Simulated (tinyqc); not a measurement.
On-chip power grid, static voltage drop by conjugate gradients: one step of the calculation.

A grid of 3 rows and 4 columns, node k = 4 row + column. Neighbours in a row are joined by Rx, in a column by Ry; pad nodes, which reach the supply through Rp: 0, 3, 8, 11. Each node draws I0, node 11 draws kh I0. The drops u = Vdd - V solve G u = i, with G the conductance matrix (1/Rp added on the diagonal at pad nodes).

Task. Conjugate-gradient step. q = G p; with z = r/G_kk: a = (r.z)/(p.q); u(new) = u + a p; r(new) = r - a q; b = (r.z)(new)/(r.z); p(new) = z(new) + b p.

Parameters, values chosen for the exercise: resistance of a horizontal segment Rx = 0.11 ohm; resistance of a vertical segment Ry = 0.36 ohm; resistance from a pad node to the supply Rp = 0.08 ohm.

u after iteration 1 (mV):
```
           col 0      col 1      col 2      col 3
row 0  0.4043091  0.4700703  0.4700703  0.4043091
row 1  0.6726868  0.4150620  0.4150620  0.6726868
row 2  0.4043091  0.4700703  0.4700703  2.0215457
```

r after iteration 1 (mA):
```
          col 0     col 1      col 2       col 3
row 0  1.889458  4.849371   4.849371    1.889458
row 1  1.766970  8.247644   8.247644    6.259294
row 2  1.889458  4.849371  19.551522  -15.120474
```

p after iteration 1 (mV):
```
           col 0      col 1      col 2      col 3
row 0  0.2655627  0.4499766  0.4499766  0.2655627
row 1  0.4334785  0.5404811  0.5404811  0.7401958
row 2  0.2655627  0.4499766  1.1514286  0.3196443
```

Find: q; a; u after iteration 2; r after iteration 2; b; p after iteration 2.

Result.

q (mA):
```
       col 0  col 1  col 2  col 3
row 0   1.18   1.43   1.43   0.32
row 1  -0.04   1.48  -3.26   4.30
row 2   1.18  -4.95  15.64  -4.73
```

a = 2.170

u after iteration 2 (mV):
```
       col 0  col 1  col 2  col 3
row 0  0.980  1.446  1.446  0.980
row 1  1.613  1.588  1.588  2.279
row 2  0.980  1.446  2.968  2.715
```

r after iteration 2 (mA):
```
       col 0  col 1   col 2  col 3
row 0  -0.66   1.76    1.76   1.19
row 1   1.85   5.05   15.32  -3.07
row 2  -0.66  15.59  -14.37  -4.85
```

b = 0.8653

p after iteration 2 (mV):
```
       col 0  col 1  col 2  col 3
row 0  0.203  0.473  0.473  0.278
row 1  0.502  0.680  1.113  0.431
row 2  0.203  1.133  0.311  0.078
```

tinyqc, about 0.1 s, one thread, Intel Xeon 2.30GHz (shared host): `OMP_NUM_THREADS=1 python tinyqc.py 2770229 2770230 out.jsonl`
